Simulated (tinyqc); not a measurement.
Gate sheet resistance from two finger widths.

Question. At low frequency R = Rsh Wf/(3 L) + B/Wf, where B collects the channel and vertical terms. Find Rsh, B and the width of lowest R.

Values chosen for this exercise: channel length L = 1.7 um.

input resistance of single fingers, contacted at one end, of width 0.92 and 9.6 um (ohm): [264.65780, 64.529412]

Solution. R Wf is a straight line in Wf^2; the minimum of R lies where both terms are equal.

Rsh = 21.0 ohm/square
B = 240 ohm um
width of lowest R = 7.63 um

Program tinyqc, `OMP_NUM_THREADS=1 python tinyqc.py 2262245 2262246 out.jsonl`; Intel Xeon 2.30GHz, shared host, one thread, about 0.01 s.
